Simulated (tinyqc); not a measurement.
# Leakage currents through a thin dielectric, step by step

A worked calculation. Computed by tinyqc, a small Python program that keeps every step. Command: `OMP_NUM_THREADS=1 python tinyqc.py 3006333 3006334 out.jsonl leak walk`. One thread of a shared host (Intel(R) Xeon(R) Processor @ 2.30GHz), about 0.04 s of CPU time with the checks. Intermediate numbers are printed to about 6 digits and carried at full precision; extremes and crossings named in words are read from the listed rows.

Electrons leave an electrode with Fermi energy E_F above its band bottom; barriers are counted from the Fermi level, and both electrodes are alike. They cross the interlayer first.

Inputs (values chosen for the exercise, modelled on Si3N4):
```
quantity,value,unit
barrier height phi_B,1.99,eV
tunnelling mass m,0.37,m_0
static permittivity k,7.64,-
optical permittivity k_o,3.87,-
trap depth phi_t,1.2,eV
Poole-Frenkel prefactor sigma_0,1.6e-05,S/cm
thickness t,12,nm
electrode Fermi energy E_F,6.4,eV
electrode mass m_e,0.5,m_0
voltage V,6.2,V
temperature T,398,K
interlayer thickness t_i,0.76,nm
interlayer barrier phi_i,3.01,eV
interlayer mass m_i,0.41,m_0
interlayer permittivity k_i,3.7,-
```

Stack: dielectric on an interlayer.

Constants: m_0 = 9.1093837015e-31 kg; e = 1.602176634e-19 C; hbar = 1.054571817e-34 J s; k_B = 8.617333262e-05 eV/K; k_B = 1.380649e-23 J/K; eps_0 = 8.8541878128e-12 F/m; h = 6.62607015e-34 J s.

## Fields

Fields: F_i = V/(t_i + t k_i/k), F = F_i k_i/k; equivalent oxide thickness 3.9 (t/k + t_i/k_i).

field F = 4.56914 MV/cm

equivalent oxide thickness = 6.92674 nm

interlayer field F_i = 9.43465 MV/cm

## Transmission at the Fermi level

WKB: a layer of mass m, field F and barrier b(x) = b_0 - e F x gives the exponent (4 sqrt(2 m)/(3 hbar e F)) [b_0^(3/2) - max(b_0 - e F t, 0)^(3/2)] for b_0 > 0; b_0 = barrier - (E - E_F), less e F_i t_i for the second layer; the transmission is D(E) = exp(-sum of exponents), without image force.

exponent of the interlayer = 8.11309

exponent of the dielectric = 13.0608

transmission D(E_F) = 6.37241e-10

At E_F the barrier of the dielectric is triangular (Fowler-Nordheim tunnelling): its far edge lies below E_F.

## Tunnel current

Tsu-Esaki: J = (e m_e k_B T/(2 pi^2 hbar^3)) int D(E) ln[(1 + exp((E_F - E)/k_B T))/(1 + exp((E_F - eV - E)/k_B T))] dE over the normal energy E (its change with the mass at an interface is neglected) from max(0, E_F - 3 eV) to E_F + largest barrier, by 100 Gauss-Legendre points in each part, split at E_F - 0.3 eV (if inside the range) and E_F + 8 k_B T. The mean energy weights E - E_F by the integrand.

tunnel current density = 0.0324202 A/cm^2

mean energy of the current above E_F = -0.0296203 eV

The current flows close to or below E_F.

## Thermal currents

Schottky emission J = A T^2 exp(-(phi_B - sqrt(e^3 F/(4 pi k_o eps_0)))/k_B T), A = 4 pi e m k_B^2/h^3 with the tunnelling mass; Poole-Frenkel J = sigma_0 F exp(-(phi_t - sqrt(e^3 F/(pi k_o eps_0)))/k_B T); both use the field F of the dielectric and ignore the interlayer.

Schottky lowering = 0.412323 eV

Poole-Frenkel lowering = 0.824646 eV

Schottky current density = 7.41365e-14 A/cm^2

Poole-Frenkel current density = 0.00129103 A/cm^2

The Poole-Frenkel lowering is twice the Schottky one, because the charge of a trap is fixed while an image charge moves with the electron.

## Which mechanism rules?

The formulas are those given above.

Current densities (A/cm^2):
```
V (V),F (MV/cm),tunnelling,Schottky,Poole-Frenkel
1.2,0.88435,5.19575e-18,8.82842e-17,3.54348e-10
2.2,1.62131,5.85705e-15,5.74163e-16,2.74774e-08
3.1,2.28457,1.47758e-11,2.19176e-15,5.64196e-07
4.3,3.16892,7.12514e-07,9.93191e-15,1.60700e-05
5.3,3.90588,4.68430e-04,2.99382e-14,1.79974e-04
6.2,4.56914,3.24202e-02,7.41365e-14,1.29103e-03
7.4,5.45349,2.03555e+00,2.25408e-13,1.42447e-02
9.3,6.85371,1.72971e+02,1.10524e-12,4.30409e-01
```

The largest current is Poole-Frenkel from 1.20 to 4.30, tunnelling from 5.30 to 9.30 V. Over the table tunnelling grows by 19.5 decades, Schottky by 4.1 and Poole-Frenkel by 9.1. A plot of ln(J/F) against sqrt(F) for the Poole-Frenkel column has the slope 11.25 per sqrt(MV/cm), from which k_o follows; reading it as Schottky emission would give about k_o/4.

Checks made by the program: energy integral against adaptive quadrature (relative difference below 1e-10).
